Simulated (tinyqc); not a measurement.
p-n diode with diffusion and depletion-layer recombination: two steps of the calculation.

Abrupt junction in the depletion approximation, low injection, full ionisation, neutral widths fixed, ohmic contact on the p side. Vj is the junction voltage; where a series resistance Rs is given, V = Vj + J Rs is the terminal voltage.

Values chosen for this exercise; band and dielectric values close to those of indium phosphide: temperature T = 293 K; band gap Eg = 1.32 eV; conduction-band density of states at T Nc = 5.57e17 cm^-3; valence-band density of states at T Nv = 1.08e19 cm^-3; acceptor density Na = 5.8e17 cm^-3; donor density Nd = 9.1e15 cm^-3; electron mobility in the p side mun = 1400 cm^2/(V s); hole mobility in the n side mup = 190 cm^2/(V s); electron lifetime tn = 2e-6 s; hole lifetime tp = 4e-9 s; neutral width of the p side wp = 0.67 um; neutral width of the n side wn = 3.4 um; recombination velocity at the n contact Sp = 1e7 cm/s; series resistance Rs = 0.034 ohm cm^2; terminal voltage V = 0.96 V.

Constants: q = 1.602176634e-19 C, kB = 1.380649e-23 J/K, Vt = kB T/q. Results are converted to the units shown.

Task 1. Diffusion lengths and saturation currents. ni = sqrt(Nc Nv) exp(-Eg/(2 Vt)), Eg in volts; D = mu Vt; Ln = sqrt(Dn tn), Lp = sqrt(Dp tp); J0n = q ni^2 Dn coth(wp/Ln)/(Ln Na); J0p = (q ni^2 Dp/(Lp Nd)) (s + tanh(wn/Lp))/(1 + s tanh(wn/Lp)), s = Sp Lp/Dp.

Find: ni; Ln; Lp; J0n; J0p.

Result 1.

ni = 1.090e7 cm^-3
Ln = 84.08 um
Lp = 1.385 um
J0n = 1.730e-17 A/cm^2
J0p = 7.345e-17 A/cm^2

wp/Ln = 0.0080 and wn/Lp = 2.5; holes carry 80.9 % of the diffusion current.

Task 2. New Vj. Diffusion current alone: J = J0 (exp(Vj/Vt) - 1), g = Vj + J Rs - V, g' = 1 + Rs J0 exp(Vj/Vt)/Vt, Vj(new) = Vj - g/g'.

Vj after iteration 1 = 0.95999999 V
J0 = J0n + J0p = 9.0748451e-17 A/cm^2

Wanted: J; g; g'; Vj after iteration 2.

Result 2.

J = 2.954 A/cm^2
g = 0.1004 V
g' = 4.978
Vj after iteration 2 = 0.9398 V

Program tinyqc, `OMP_NUM_THREADS=1 python tinyqc.py 2260019 2260020 out.jsonl`; Intel Xeon 2.30GHz, shared host, one thread, about 0.01 s.
